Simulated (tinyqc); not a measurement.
Inside a calculation. Model: Monte Carlo simulation of one carrier in a uniform electric field. Computed by tinyqc, a small Python program that keeps every step. Command: `OMP_NUM_THREADS=1 python tinyqc.py 3025006 3025007 out.jsonl mcfl walk`. One thread of a shared host (Intel(R) Xeon(R) Processor @ 2.30GHz), about 1 s of CPU time with the checks. Intermediate numbers are printed to about 6 digits and carried at full precision; extremes and crossings named in words are read from the listed rows.

The force e F acts along +z. Flights end at the constant total rate Gamma; the part of Gamma that the real rates do not fill is self-scattering, which leaves k unchanged. One valley, no impurities; equivalent final valleys enter only through Z_f in the optical rate.

Inputs (values chosen for the exercise, for a model non-polar semiconductor):
```
quantity                                             value       unit
effective mass m                                     0.476        m_0
non-parabolicity alpha                                0.77       1/eV
density rho                                           5710     kg/m^3
sound velocity v_l                                    6910        m/s
acoustic deformation potential D_A                      13         eV
phonon energy hbar w                                  35.6        meV
optical or intervalley deformation potential D_o       6.3  1e8 eV/cm
final valleys Z_f                                        3          -
lattice temperature T                                  100          K
electric field F                                       7.5      kV/cm
energy E_max up to which Gamma must cover the rates      1         eV
seed of the random numbers                           39394          -
```

Crystal: non-polar. Band: Kane.

starting wave vector (1/nm): -0.044  0.3  -0.23

Constants: k_B = 1.380649e-23 J/K; e = 1.602176634e-19 C; hbar = 1.054571817e-34 J s; m_0 = 9.1093837015e-31 kg; hbar = 6.582119569e-16 eV s; k_B = 8.617333262e-05 eV/K.

## Total rate Gamma

Kane band: hbar^2 k^2/(2 m) = E (1 + alpha E), speed v = hbar k/(m (1 + 2 alpha E)), states per spin, volume and energy g(E) = m k (1 + 2 alpha E)/(2 pi^2 hbar^2); overlap factors are set to 1. Masses are multiplied by m_0 and all formulas are in SI units. Phonon occupation N_q = 1/(exp(hbar w/(k_B T)) - 1). Acoustic deformation potential (elastic, equipartition, absorption and emission together): 1/tau = 2 pi k_B T D_A^2 g(E)/(hbar rho v_l^2). Optical or intervalley deformation potential: 1/tau = (pi Z_f D_o^2/(rho w)) [N_q g(E + hbar w) + (N_q + 1) g(E - hbar w)], with g = 0 below the band edge. Gamma is 1.05 times the largest total rate on the grid E = (j + 1/2) E_max/400, j = 0..399.

largest total rate = 103.037 1e12/s

energy of the largest rate = 998.75 meV

Gamma = 108.189 1e12/s

## Flight 1

Random numbers (0.02 to 0.98, from up to 60 sets tried for early real events), one row a flight:
```
       r1      r2      r3      r4
1  0.4686  0.3148  0.7830  0.3072
2  0.4092  0.8914  0.9527  0.0924
3  0.2036  0.2999  0.1575  0.5508
4  0.2345  0.5240  0.5323  0.5369
5  0.8858  0.8935  0.7215  0.5206
6  0.0882  0.1324  0.5912  0.8169
7  0.5372  0.6765  0.7244  0.5545
```

Flight: t = -ln(r1)/Gamma; k_z grows by e F t/hbar; E follows from the band; dz = (E_end - E_start)/(e F). Use row 1 of the random numbers.

flight time t = 7.00631 fs

k at the end of the flight (1/nm): -0.044000  0.300000  -0.222017

energy at the end = 11.2074 meV

displacement dz = -0.378503 nm

## Scattering event 1

Choice: with cumulative rates in the order acoustic, absorption, emission, the process is the first whose sum exceeds r2 Gamma; if none, self-scattering. Final state: E' = E, E + hbar w or E - hbar w gives k'. Isotropic processes: cos(theta) = 1 - 2 r3 from the z axis, phi = 2 pi r4, k' (sin theta cos phi, sin theta sin phi, cos theta).

cumulative rates (1e12/s): acoustic 0.98834, absorption 1.07201, emission 1.07201

r2 Gamma = 34.0579 1e12/s

Process chosen: self-scattering

k after event 1, the start of the next flight (1/nm): -0.044000  0.300000  -0.222017

## Flight 2

Use row 2 of the random numbers.

flight time t = 8.25917 fs

k at the end of the flight (1/nm): -0.044000  0.300000  -0.212606

energy at the end = 10.8854 meV

displacement dz = -0.429213 nm

## Scattering event 2

The formulas are those given above.

cumulative rates (1e12/s): acoustic 0.97345, absorption 1.05678, emission 1.05678

r2 Gamma = 96.4397 1e12/s

Process chosen: self-scattering

k after event 2, the start of the next flight (1/nm): -0.044000  0.300000  -0.212606

## All printed flights

Drift estimate: sum dz / sum t.

Flights:
```
flight   t (fs)  E at the end (meV)    dz (nm)          process  k_x (1/nm)  k_y (1/nm)  k_z (1/nm)
1        7.0063             11.2074  -0.378503  self-scattering      -0.044         0.3   -0.222017
2        8.2592             10.8854  -0.429213  self-scattering      -0.044         0.3   -0.212606
3       14.7113             10.3462  -0.718945  self-scattering      -0.044         0.3   -0.195843
4       13.4052              9.8931  -0.604187  self-scattering      -0.044         0.3   -0.180568
5        1.1209              9.8569  -0.048315  self-scattering      -0.044         0.3   -0.179291
6       22.4436              9.1851  -0.895729  self-scattering      -0.044         0.3   -0.153718
7        5.7435              9.0296  -0.207247  self-scattering      -0.044         0.3   -0.147173
```

drift estimate from these flights = -45152.6 m/s

7 of the 7 flights end in self-scattering. So few flights say little about the drift velocity: the estimate is noise at this length.

## Low-field mobility from the linear Boltzmann equation

On the grid E_j = (j + 1/2) hbar w/12 up to 20 k_B T + 2 hbar w, solve (sum of rates) l(E) = v(E); mu_0 = e sum g v l exp(-E/k_B T)/(3 k_B T sum g exp(-E/k_B T)).

low-field mobility mu_0 = 2710.22 cm^2/(V s)

## Long runs: velocity against field

Each row: 250 carriers from a thermal start, 1600 flights each, the first half discarded, random numbers not printed; the error is the standard error over ten groups; the mean energy is taken at the ends of flights, which sample time evenly. Fields at which more than 0.02 % of the events exceed Gamma are left out.

Monte Carlo results:
```
F (kV/cm)  drift velocity (1e5 m/s)  error (1e5 m/s)  mu_0 F (1e5 m/s)  mean energy (meV)  real events (%)
1.9                           0.319           0.0130           0.51494               20.5             1.51
3.8                           0.442           0.0110           1.02988               25.6             1.95
7.5                           0.564           0.0074           2.03267               35.8             2.89
15.0                          0.656           0.0042           4.06533               56.9             4.91
30.0                          0.693           0.0038           8.13067              104.0             8.95
```

At the lowest field the drift velocity is 0.62 +/- 0.03 of the ohmic value mu_0 F, at the highest 0.09 +/- 0.00. The mean energy goes from 20 to 104 meV against the parabolic-band thermal value 3 k_B T/2 = 13 meV: the carriers heat, more of them reach the emission threshold, where they lose momentum, and the curve bends below the ohmic line. Only 2 to 9 % of the events are real; the rest is the price of a constant Gamma. Where hbar w is several k_B T, energy relaxes slowly and the low-field energies may still be drifting.

Checks made by the program: energy gained in the printed flights against e F dz (relative difference 6e-10).
